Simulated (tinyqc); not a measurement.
Worked calculation: one-electron ion in a basis of Gaussians. One step of it, computed by the program tinyqc.

Task: Matrices over normalised Gaussians. With p = a_i + a_j and I(k) = Gamma((k+1)/2) / (2 p^((k+1)/2)): S = I(2l+2), T = (2l+3) a_i a_j S / p, V = -Z I(2l+1), each divided by sqrt(S_ii S_jj).

exponents of r^l exp(-a r^2) (1/bohr^2): 0.125600  0.286600

Z = 5

l = 1

Give: S; T; V.

Result:

S:
```
,1,2
1,1.000,0.813
2,0.813,1.000
```

T (hartree):
```
,1,2
1,0.314,0.355
2,0.355,0.717
```

V (hartree):
```
,1,2
1,-1.885,-1.963
2,-1.963,-2.848
```
